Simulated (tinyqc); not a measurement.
From Ge-Ge peak back to Ge fraction x: composition and strain of an epitaxial Si(1-x)Ge(x) layer from Raman and X-ray peaks. Computed by tinyqc, a small Python program. Command: `OMP_NUM_THREADS=1 python tinyqc.py 3012194 3012195 out.jsonl epiraman inv`. One thread of a shared host (Intel(R) Xeon(R) Processor @ 2.30GHz), about 0.01 s of CPU time with the checks.

A (001) layer, biaxially strained in the plane. The Raman peaks follow empirical lines omega = w0 + c1 x + c3 x^3 + b eps (c3 for Si-Ge alone), with eps the in-plane strain.

Inputs (values chosen for the exercise, modelled on silicon-germanium):
```
quantity                     value      unit
degree of relaxation R           0         -
lattice constant of Si       5.431  angstrom
lattice constant of Ge       5.658  angstrom
bowing B                     0.026  angstrom
2 C12/C11 of Si              0.772         -
2 C12/C11 of Ge              0.756         -
Si-Si: w0                    520.8      1/cm
Si-Si: c1                    -65.8      1/cm
Si-Si: strain coefficient b   -687      1/cm
Si-Ge: w0                    400.2      1/cm
Si-Ge: c1                     23.4      1/cm
Si-Ge: c3                    -35.5      1/cm
Si-Ge: strain coefficient b   -569      1/cm
Ge-Ge: w0                    280.4      1/cm
Ge-Ge: c1                     20.3      1/cm
Ge-Ge: strain coefficient b   -455      1/cm
```

Substrate: germanium.

Method:
- Relaxed lattice constant a(x) = a_Si + (a_Ge - a_Si) x - B x (1 - x).
- In-plane constant a_par = a_sub + R (a(x) - a_sub); eps = a_par/a(x) - 1; eps_perp = -(2 C12/C11) eps with 2 C12/C11 linear in x; a_perp = a(x) (1 + eps_perp).
- Insert x and eps in the three lines; the strain part is b eps.

Question. A run gave the result below. Find the Ge fraction x, known to lie between 0.65 and 0.93.

Ge-Ge peak = 294.8397 1/cm

Answer.

Each step takes the trial c = (a f_b - b f_a)/(f_b - f_a), f being the result less the target and a, b, c the logarithms of the listed values; c replaces end b, the old b replaces a if the sign of f changed, and otherwise f_a is halved.

Scan of the range:
```
Ge fraction x  Ge-Ge peak (1/cm)
0.650                    286.625
0.690                    288.218
0.732                    289.895
0.777                    291.696
0.825                    293.624
0.876                    295.678
0.930                    297.861
```

False position (Illinois rule, in the logarithm of the input) inside the bracket:
```
step     end a     end b     trial  Ge-Ge peak (1/cm)
1     0.825000  0.876000  0.854810            294.824
2     0.876000  0.854810  0.855194            294.840
3     0.876000  0.855194  0.855204            294.840
4     0.855194  0.855204  0.855199            294.840
```

Ge-Ge peak rises at every point of a 13-point scan of the range (every second point is shown), so one value fits; it is bracketed by 0.825 and 0.876. Answer: Ge fraction x = 0.8552.

Caution: near either end one of the like-atom peaks is weak, since its intensity follows the number of such bonds.
